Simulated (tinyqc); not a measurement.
Inside a calculation. Model: wafer bonding and layer transfer: bond energy, gap closing, particles, bonding of dissimilar wafers and hydrogen blisters. Computed by tinyqc, a small Python program that keeps every step. Command: `OMP_NUM_THREADS=1 python tinyqc.py 3022587 3022588 out.jsonl bond walk`. One thread of a shared host (Intel(R) Xeon(R) Processor @ 2.30GHz), about 0.01 s of CPU time with the checks. Intermediate numbers are printed to about 7 digits and carried at full precision; extremes and crossings named in words are read from the listed rows.

gamma is the energy per area of each of the two surfaces; plates are isotropic, and both wafers have E1 and t1.

Inputs (values chosen for the exercise, for model wafers):
```
quantity                                      value        unit
Young's modulus E1                              133         GPa
Poisson ratio nu                               0.25           -
thickness t1                                    725  micrometre
blade thickness t_b                             150  micrometre
crack length L                                 26.1          mm
particle radius h                              0.14  micrometre
radius of a shallow gap R                     0.099          mm
half height of the gap h_g                      9.2          nm
implant depth d                                0.52  micrometre
hydrogen dose                                   9.3   1e16/cm^2
share of the dose released as H2               0.26           -
surface energy of the weakened plane gamma_s   0.87       J/m^2
anneal temperature T                            800           K
```

Pair: two equal wafers.

Constants: k_B = 1.380649e-23 J/K.

## Bond energy from the blade test

Two cantilevers opened by t_b: gamma = 3 t_b^2 E1 t1^3 E2 t2^3/(16 L^4 (E1 t1^3 + E2 t2^3)).

bond energy gamma = 0.2303867 J/m^2

An error of 5 % in L changes gamma by about 20 %. This is the level of van der Waals or hydrogen bonds, as after contact at room temperature.

## Does a shallow gap close?

E' = E1/(1 - nu^2), equal wafers of thickness t1 assumed. A gap of radius R closes if h_g < h_c: h_c = R^2/sqrt((2/3) E' t1^3/gamma) for R > 2 t1 (plate bending), h_c = 3.6 sqrt(R gamma/E') for R < 2 t1 (local deformation).

closable height h_c = 45.64662 nm

h_g/h_c = 0.2015483

The gap closes.

## Void around a particle

E' = E1/(1 - nu^2), equal wafers assumed. Void radius in the plate regime: R_v = [(2/3) E' t1^3/gamma]^(1/4) h^(1/2). Below h_crit = 5 sqrt(t1 gamma/E') the wafers deform locally and R_v is of the order of h (taken as h).

critical particle radius = 0.1715645 micrometre

void radius = 0.14 micrometre

The particle is small enough to be embedded.

## Blistering after hydrogen implantation

A flat crack of radius r under a layer of thickness d, as a clamped plate: centre height w = 3 p r^4/(16 E' d^3), volume pi r^2 w/3, energy release G = 3 p^2 r^4/(32 E' d^3), E' = E1/(1 - nu^2). It grows when G = 2 gamma_s. The gas comes from the area pi r^2: p V = (dose x share/2) pi r^2 k_B T, and G = p w/2 = (3/2) N k_B T with N the H2 molecules per area. Share needed: G = 2 gamma_s. The pressure and height at growth are given for r = 10 d.

energy release G = 2.003046 J/m^2

share of the dose needed = 0.2258561

pressure at growth = 22.50233 MPa

height at growth = 154.6506 nm

The released gas suffices: cracks grow, as blisters under a free surface or as a split under a bonded stiffener. In this plate limit G depends on neither r nor d.

## Closable height against the size of the gap

The formulas are those given above.

Gap closing:
```
R (mm)    regime      h_c (nm)  slope h_c/R
1.00e-04   local  1.450745e+00   0.01450745
1.00e-03   local  4.587658e+00   0.00458766
1.00e-02   local  1.450745e+01   0.00145074
1.00e-01   local  4.587658e+01   0.00045877
5.00e-01   local  1.025832e+02   0.00020517
2.00e+00   plate  3.198064e+02   0.00015990
5.00e+00   plate  1.998790e+03   0.00039976
2.00e+01   plate  3.198064e+04   0.00159903
5.00e+01   plate  1.998790e+05   0.00399758
```

Roughness of 100 nm scale may be 1.5 nm in half height, waviness of radius 5 cm as much as 200 micrometre: h_c goes as R^(1/2) when the wafer deforms locally and as R^2 when it bends. The allowed slope is least near R = 2 t1, so defects about 4 t1 wide are the hardest to close; bow matters little.

Checks made by the program: gamma against the derivative of the beam energy (relative difference 2e-10).
